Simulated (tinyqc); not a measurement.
Shockley-Read-Hall recombination through one deep level: sweeps and comparisons. A value that a table varies takes the place of the one given here.

One level at Et with degeneracy 1: tn = 1/(sn vth Nt), tp = 1/(sp_ vth Nt), n1 = Nc exp((Et - Eg)/kT), p1 = Nv exp(-Et/kT), ni^2 = n1 p1. Equilibrium n0 = Nm, p0 = ni^2/Nm; n = n0 + dn, p = p0 + dn. U = (n p - ni^2)/(tp (n + n1) + tn (p + p1)), lifetime dn/U; emission rates en = sn vth n1, ep = sp_ vth p1.

Constants: kB = 8.617333262e-05 eV/K.

Values chosen for the exercise (gap and densities of states near those of SiC at this temperature; not measured data): E1 = 1.789 eV (level (+1/0) above Ev); E2 = 1.675 eV (level (0/-1) above Ev); gm = 1 (degeneracy of the middle state, the others 1); T = 300 K; Eg = 3.235 eV (gap); Nc = 1.83e+19 1/cm^3 (conduction-band density of states); Nv = 3.26e+19 1/cm^3 (valence-band density of states); Nd = 6.8e+13 1/cm^3 (ionised shallow donors minus acceptors); Et = 1.789 eV (recombination level above Ev); Nt = 9.6e+13 1/cm^3 (defects); sn = 1.1e-16 cm^2 (electron capture cross-section); sp_ = 2.2e-16 cm^2 (hole capture cross-section); vth = 24000000 cm/s (thermal velocity, both carriers); Nm = 9.6e+14 1/cm^3 (equilibrium electrons for the lifetime steps); dn = 1.6e+15 1/cm^3 (excess pairs).

## Charge state against the Fermi level (deep level with several charge states)

Energies from Ev. The defect has charge states +1, 0, -1 with weights 1, gm exp((EF - E1)/kT), exp((2 EF - E1 - E2)/kT); the shares are the weights over their sum. Boltzmann carriers: n = Nc exp((EF - Eg)/kT), p = Nv exp(-EF/kT). Neutrality: p - n + Nd + Nt <q> = 0.

Shares:

| EF (eV) | +1 | 0 | -1 | <q> |
|---|---|---|---|---|
| 0.194 | 1.000 | 0.000 | 0.000 | 1.000 |
| 0.453 | 1.000 | 0.000 | 0.000 | 1.000 |
| 0.712 | 1.000 | 0.000 | 0.000 | 1.000 |
| 0.970 | 1.000 | 0.000 | 0.000 | 1.000 |
| 1.229 | 1.000 | 0.000 | 0.000 | 1.000 |
| 1.488 | 1.000 | 0.000 | 0.000 | 1.000 |
| 1.747 | 0.228 | 0.045 | 0.727 | -0.499 |
| 2.006 | 0.000 | 0.000 | 1.000 | -1.000 |
| 2.264 | 0.000 | 0.000 | 1.000 | -1.000 |
| 2.523 | 0.000 | 0.000 | 1.000 | -1.000 |
| 2.782 | 0.000 | 0.000 | 1.000 | -1.000 |
| 3.041 | 0.000 | 0.000 | 1.000 | -1.000 |

E2 lies below E1 (negative U = -0.114 eV), so the charge goes from +1 to -1 near (E1 + E2)/2 = 1.732 eV, two electrons at once; the middle state never exceeds a share of 0.0523.

## Defects against doping (deep level with several charge states)

Nt takes the listed multiples of |Nd|; the resistivity uses mobilities of 1000 (electrons) and 300 (holes) cm^2/(V s), chosen for the exercise, and e = 1.602176634e-19 C.

Neutral state:

| Nt/\|Nd\| | EF (eV) | n (1/cm^3) | p (1/cm^3) | rho (ohm cm) |
|---|---|---|---|---|
| 0.01 | 2.9115 | 6.73e+13 | 4.00e-30 | 92.7 |
| 0.10 | 2.9091 | 6.12e+13 | 4.40e-30 | 102 |
| 0.30 | 2.9026 | 4.76e+13 | 5.66e-30 | 131 |
| 0.60 | 2.8881 | 2.72e+13 | 9.90e-30 | 229 |
| 0.90 | 2.8522 | 6.80e+12 | 3.96e-29 | 918 |
| 1.10 | 1.7745 | 5.33e-06 | 5.05e-11 | 1.17e+21 |
| 1.50 | 1.7541 | 2.42e-06 | 1.11e-10 | 2.58e+21 |
| 3.00 | 1.7415 | 1.49e-06 | 1.81e-10 | 4.20e+21 |
| 10.00 | 1.7347 | 1.15e-06 | 2.35e-10 | 5.45e+21 |

EF goes from 2.912 to 1.735 eV and the resistivity from 92.7 to 5.45e+21 ohm cm, with a largest value of 5.45e+21 (values above about 1e13 are formal: hopping and surfaces conduct more). The largest move of EF, -1.078 eV, comes between Nt/|Nd| = 0.9 and 1.1; the levels lie at 1.789 and 1.675 eV. A defect can take up to one carrier of either sign, so the doping can be cancelled no earlier than Nt = |Nd|, there only if EF lies well beyond the level that takes the carriers and otherwise at larger Nt (mean charge -0.10 in the last row).

## Lifetime against injection

Recombination:

| dn (1/cm^3) | lifetime (microsecond) | U (1/(cm^3 s)) |
|---|---|---|
| 1.0e+11 | 1.973 | 5.07e+16 |
| 1.0e+12 | 1.977 | 5.06e+17 |
| 1.0e+13 | 2.014 | 4.97e+18 |
| 1.0e+14 | 2.345 | 4.26e+19 |
| 1.0e+15 | 3.986 | 2.51e+20 |
| 1.0e+16 | 5.573 | 1.79e+21 |
| 1.0e+17 | 5.881 | 1.70e+22 |
| 1.0e+18 | 5.915 | 1.69e+23 |

The lifetime rises from 1.973 to 5.915 microsecond; tn + tp = 5.919. At low injection it is tp (1 + n1/n0) + tn p1/n0 with n1/Nm = 9.7e-21 and p1/Nm = 3e-26: re-emission is negligible, so minority capture alone counts. Auger and radiative paths are left out; they cut in at the highest injections, and in a doped direct-gap crystal the radiative one counts at all injections. dn = dp neglects trapped charge, which matters where the traps hold a charge comparable with dn, at low injection and with very unequal cross sections.

## Where a level does most harm

Et takes the values listed; G = Nt en ep/(en + ep) in a depleted region; the lifetime is for dn = 1e11 1/cm^3.

Results:

| Et (eV) | lifetime (microsecond) | G (1/(cm^3 s)) |
|---|---|---|
| 0.194 | 75.8 | 3.80e-27 |
| 0.453 | 1.98 | 8.53e-23 |
| 0.712 | 1.97 | 1.91e-18 |
| 0.970 | 1.97 | 4.13e-14 |
| 1.229 | 1.97 | 9.27e-10 |
| 1.488 | 1.97 | 2.08e-05 |
| 1.747 | 1.97 | 7.41e-05 |
| 2.006 | 1.97 | 3.30e-09 |
| 2.264 | 1.97 | 1.53e-13 |
| 2.523 | 1.97 | 6.82e-18 |
| 2.782 | 1.97 | 3.04e-22 |
| 3.041 | 22.7 | 1.35e-26 |

Generation peaks where en = ep, at Eg/2 + (kT/2) ln(sp_ Nv/(sn Nc)) = 1.634 eV; the largest value listed is at 1.747 eV, and G falls by a decade for each 0.060 eV away from the peak. The lifetime is within a factor 2 of its minimum, 1.97 microsecond, from 0.453 to 2.782 eV: recombination tolerates a wide range of Et, generation a narrow one.

## What moves lifetime and leakage

G = Nt en ep/(en + ep). Each row changes one parameter from the base and keeps the others.

Results:

| case | lifetime (microsecond) | G (1/(cm^3 s)) |
|---|---|---|
| base | 4.439 | 1.46e-05 |
| Et = 1.829 eV | 4.439 | 3.11e-06 |
| sn = 2.2e-16 cm^2 | 3.206 | 1.46e-05 |
| sp_ = 4.4e-16 cm^2 | 3.452 | 2.92e-05 |
| Nt = 4.8e+13 1/cm^3 | 8.878 | 7.30e-06 |
| Nm = 2.88e+15 1/cm^3 | 3.382 | 1.46e-05 |
| dn = 4.8e+15 1/cm^3 | 5.261 | 1.46e-05 |

The largest shifts from the base row, up to three for each result and ties (the steps differ in size, so this ranks the rows, not the parameters). lifetime (microsecond): Nt +4.44, sn -1.23, Nm -1.06; unchanged at the printed digits by Et. G (1/(cm^3 s)): sp_ +1.46e-05, Et -1.15e-05, Nt -7.30e-06; unchanged at the printed digits by sn, Nm and dn.

tinyqc: `OMP_NUM_THREADS=1 python tinyqc.py 1651439 1651440 out.jsonl`; about 0.01 s, one thread, shared Intel(R) Xeon(R) Processor @ 2.30GHz.
